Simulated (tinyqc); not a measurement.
Phonon-assisted absorption at an indirect gap: sweeps and comparisons. A value that a table varies takes the place of the one given here.

alpha(E) = sum_j A_j [N_j (E - Eg + w_j)^2 + (N_j + 1)(E - Eg - w_j)^2], each bracket counted only where its base is positive; N_j = 1/(exp(w_j/kB T) - 1). The first term absorbs a phonon and the second emits one; excitons and direct transitions are left out.

Photodiode (Gaertner form with a dead layer): QE = (1 - R) exp(-alpha xj) [1 - exp(-alpha W)/(1 + alpha L)], R = ((nr - 1)/(nr + 1))^2; responsivity = QE/E in A/W for E in eV.

Constants: kB = 8.617333262e-05 eV/K.

Inputs chosen for the exercise (loosely those of AlAs at room temperature; Eg is not tied to T; not measured data):

| symbol | value | unit | meaning |
|---|---|---|---|
| Eg | 2.19 | eV | indirect gap, held fixed unless listed |
| w | (45.7, 13.3) | meV | two zone-edge phonons |
| A | (5700, 730) | 1/(cm eV^2) | their strengths |
| T | 200 | K |  |
| nr | 3.12 |  | refractive index |
| xj | 0.45 | micrometre | dead layer at the surface |
| W | 4.4 | micrometre | depleted width |
| L | 94 | micrometre | minority diffusion length below it |
| E | 2.492 | eV | photon energy |

## The square root of alpha at three temperatures

The gap is held fixed, so only the phonon occupations change.

sqrt(alpha) (1/cm^(1/2)):

| E - Eg (eV) | 77 K | 300 K | 450 K |
|---|---|---|---|
| -0.04 | 0.014 | 0.195 | 0.287 |
| -0.02 | 0.062 | 0.880 | 1.294 |
| 0.00 | 0.180 | 1.626 | 2.368 |
| 0.02 | 0.435 | 2.520 | 3.610 |
| 0.04 | 0.983 | 3.605 | 5.047 |
| 0.07 | 2.636 | 5.756 | 7.697 |
| 0.10 | 4.975 | 8.529 | 10.949 |
| 0.15 | 9.005 | 13.512 | 16.768 |
| 0.20 | 13.068 | 18.631 | 22.756 |
| 0.30 | 21.218 | 28.990 | 34.887 |
| 0.45 | 33.457 | 44.620 | 53.207 |
| 0.60 | 45.702 | 60.283 | 71.574 |

What does this show, and why?

Below the gap only phonon absorption acts: at E - Eg = -0.02 eV sqrt(alpha) is 0.062, 0.880 and 1.294 at 77, 300 and 450 K. A straight line through the last two rows meets the axis at E - Eg = +0.0402, +0.0227 and +0.0155 eV: the intercept is roughly a weighted mean of the thresholds, not the gap, and it moves from the emission side towards Eg as the occupations grow. At the last row alpha grows by a factor 2.45 from the lowest to the highest temperature at fixed gap.

## Spectral response

Response:

| E (eV) | wavelength (nm) | alpha (1/cm) | 1/alpha (micrometre) | dead layer | collected | QE | A/W |
|---|---|---|---|---|---|---|---|
| 2.21 | 561 | 2.62 | 3.81e+03 | 1.000 | 0.025 | 0.019 | 0.008 |
| 2.25 | 551 | 12.4 | 805 | 0.999 | 0.109 | 0.080 | 0.036 |
| 2.31 | 537 | 72.3 | 138 | 0.997 | 0.423 | 0.310 | 0.134 |
| 2.39 | 519 | 248 | 40.3 | 0.989 | 0.731 | 0.531 | 0.222 |
| 2.49 | 498 | 621 | 16.1 | 0.972 | 0.889 | 0.635 | 0.255 |
| 2.64 | 470 | 1.50e+03 | 6.66 | 0.935 | 0.966 | 0.664 | 0.251 |
| 2.84 | 437 | 3.28e+03 | 3.05 | 0.863 | 0.993 | 0.630 | 0.222 |
| 3.09 | 401 | 6.45e+03 | 1.55 | 0.748 | 0.999 | 0.549 | 0.178 |
| 3.39 | 366 | 1.17e+04 | 0.856 | 0.591 | 1.000 | 0.435 | 0.128 |
| 3.79 | 327 | 2.10e+04 | 0.475 | 0.388 | 1.000 | 0.285 | 0.075 |

How do the results move?

QE is highest, 0.664, at 2.64 eV of those listed and the responsivity at 2.49 eV; reflection alone caps QE at 0.735. Near the gap weak absorption limits it (collected share 0.025); at the top the dead layer passes 0.388. Far above the gap the quadratic law and a constant index are only rough; in the real crystal direct transitions take over near 3 eV, so the rows above that understate alpha.

## What moves the response

At the energy E. Each row changes one parameter from the base and keeps the others.

Results:

| case | alpha (1/cm) | QE |
|---|---|---|
| base | 630.7 | 0.6365 |
| Eg = 2.17 eV | 726.6 | 0.6456 |
| T = 250 K | 736.4 | 0.6463 |
| W = 8.8 micrometre | 630.7 | 0.6554 |
| L = 47 micrometre | 630.7 | 0.5781 |
| xj = 0.9 micrometre | 630.7 | 0.6187 |
| nr = 3.28 | 630.7 | 0.6200 |

What can be read from the table?

The largest shifts from the base row, up to three for each result and ties (the steps differ in size, so this ranks the rows, not the parameters). alpha (1/cm): T +106, Eg +95.9; unchanged at the printed digits by W, L, xj and nr. QE: L -0.0584, W +0.0189, xj -0.0178.

Run: tinyqc, `OMP_NUM_THREADS=1 python tinyqc.py 1652466 1652467 out.jsonl`; Intel(R) Xeon(R) Processor @ 2.30GHz, one thread, shared host; about 0.01 s of CPU time with all checks.
